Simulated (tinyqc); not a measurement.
Worked calculation: Hubbard ring of 5 sites. One step of it, computed by the program tinyqc.

Problem. Mean-field iteration 1. H(up) = T + U n(down), H(down) = T + U n(up); fill the lowest levels; n(new) = n + mixing (n(out) - n); E = tr T (rho up + rho down) + U sum n_up n_down of the output.

one-body matrix (hopping and site energies) (eV):
```
           1          2          3          4          5
1   0.000000  -1.300000   0.000000   0.000000  -1.300000
2  -1.300000   0.000000  -1.300000   0.000000   0.000000
3   0.000000  -1.300000   0.000000  -1.300000   0.000000
4   0.000000   0.000000  -1.300000   0.000000  -1.300000
5  -1.300000   0.000000   0.000000  -1.300000   0.000000
```

U = 3.600000 eV

electrons, up and down: 3  2

mixing = 0.500000

n(up) at the start (a guess, not normalised): 1 0.650000, 2 0.550000, 3 0.650000, 4 0.550000, 5 0.650000

n(down) at the start (a guess): 1 0.350000, 2 0.450000, 3 0.350000, 4 0.450000, 5 0.350000

Give: levels, up; levels, down; energy; n(up) after iteration 1; n(down) after iteration 1.

Solution.

levels, up (eV): -1.2039  0.4844  0.7076  3.4724  3.5594

levels, down (eV): -0.4120  1.2676  1.5095  4.2625  4.3524

energy = -3.3775 eV

n(up) after iteration 1: 1 0.6391, 2 0.5512, 3 0.6444, 4 0.5512, 5 0.6391

n(down) after iteration 1: 1 0.3219, 2 0.5285, 3 0.2743, 4 0.5285, 5 0.3219
